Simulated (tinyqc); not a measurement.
# Electroplating on a thin resistive seed layer: kinetics, Wagner number and the terminal effect across a wafer, step by step

A worked calculation. Computed by tinyqc, a small Python program that keeps every step. Command: `OMP_NUM_THREADS=1 python tinyqc.py 3120012 3120013 out.jsonl terminal walk`. One thread of a shared host (Intel(R) Xeon(R) Processor @ 2.30GHz), about 0.02 s of CPU time with the checks. Intermediate numbers are printed to about 7 digits and carried at full precision; extremes and crossings named in words are read from the listed rows.

Current enters the seed at the rim. The bath is treated as a local resistance per area (no lateral flow in the liquid), two electrons per ion, molar volume 7.11 cm^3/mol, Faraday constant F = e N_A, kinematic viscosity 0.01 cm^2/s, omega = 2 pi x rpm/60; k_B T/e is in volts.

Inputs (values chosen for the exercise, of the order of those for copper plating on a thin cobalt or ruthenium seed):
```
quantity                               value         unit
wafer radius R                            15           cm
seed thickness t                          65           nm
seed resistivity                         6.5  microohm cm
bath conductivity kappa                  0.1         S/cm
gap to the anode h                       2.7           cm
extra resistance of a porous plate       190     ohm cm^2
exchange current density i_0           0.068      mA/cm^2
cathodic transfer coefficient alpha     0.66            -
mean current density                     5.9      mA/cm^2
diffusivity of the metal ion         5.4e-06       cm^2/s
metal ion concentration                 0.88        mol/L
rotation rate                            200          rpm
temperature T                            298            K
```

Constants: e = 1.602176634e-19 C; N_A = 6.02214076e+23 1/mol; k_B = 8.617333262e-05 eV/K.

## Rate, limit and resistances

Growth rate = i V_m/(2 F). Levich limit i_L = 0.62 x 2 F D^(2/3) omega^(1/2) nu^(-1/6) c. Tafel overpotential eta = (k_B T/(alpha e)) ln(i/i_0); kinetic resistance k_B T/(alpha e i); bath resistance h/kappa + plate; R_s = resistivity/t; Wagner number = kinetic resistance x kappa/R.

growth rate = 130.4312 nm/min

limiting current i_L = 319.5147 mA/cm^2

overpotential = 173.6567 mV

kinetic resistance = 6.594672 ohm cm^2

bath resistance R_b = 217 ohm cm^2

sheet resistance R_s = 1 ohm/square

Wagner number = 0.04396448

## Linear estimate of the terminal effect

Linearised: with R_t = kinetic + bath resistance the current density obeys (1/r)(r i')' = i R_s/R_t, so i = A I_0(r/l), l = sqrt(R_t/R_s); with x = R/l, edge/centre = I_0(x) and edge/mean = x I_0(x)/(2 I_1(x)). Voltage drop in the seed for a uniform current: i R_s R^2/4.

length l = 14.95308 cm

x = R/l = 1.003138

edge over centre, linear = 1.267843

edge over mean, linear = 1.120822

drop for uniform current = 331.875 mV

## Current distribution

Full model: seed potential phi(r) with (1/r)(r phi')' = R_s i, where i solves phi = R_b i + (k_B T/(alpha e)) ln(i/i_0) (phi being the driving voltage left at r); phi'(0) = 0 and phi'(R) = R_s i_mean R/2. Solved by collocation to a tolerance of 1e-7.

Across the wafer:
```
r/R   i (mA/cm^2)    i/mean  i/mean, linear
0.00     5.216654  0.884179        0.884039
0.20     5.269086  0.893065        0.892958
0.40     5.428069  0.920012        0.919983
0.60     5.698712  0.965883        0.965934
0.75     5.980060  1.013569        1.013634
0.90     6.334107  1.073577        1.073570
1.00     6.613625  1.120953        1.120822
```

edge over centre, full model = 1.267791

The full model gives 1.27 against 1.27 from the linear form; the kinetic resistance, which the linear form holds fixed, is a small part of R_t here.

## As the film thickens, and with more bath resistance

The film is taken as uniform, with the seed resistivity; the last column adds 100 ohm cm^2 to R_b. Extra power of that plate = i^2 x 100 ohm cm^2 x area.

Edge over centre:
```
thickness (nm)  R_s (ohm/square)  as given  with 100 ohm cm^2 more
65.0                    1.000000  1.267791                1.181518
97.5                    0.666667  1.174863                1.119283
130.0                   0.500000  1.129790                1.088820
195.0                   0.333333  1.085630                1.058787
325.0                   0.200000  1.050950                1.035069
650.0                   0.100000  1.025316                1.017459
1300.0                  0.050000  1.012618                1.008710
```

extra power = 2.460574 W

The ratio falls below 1.1 from 195 nm on as given, and from 130 nm on with the added resistance: what counts is R_s R^2 against the sum of kinetic and bath resistance.

Checks made by the program: mean of the distribution (relative difference 3e-08).
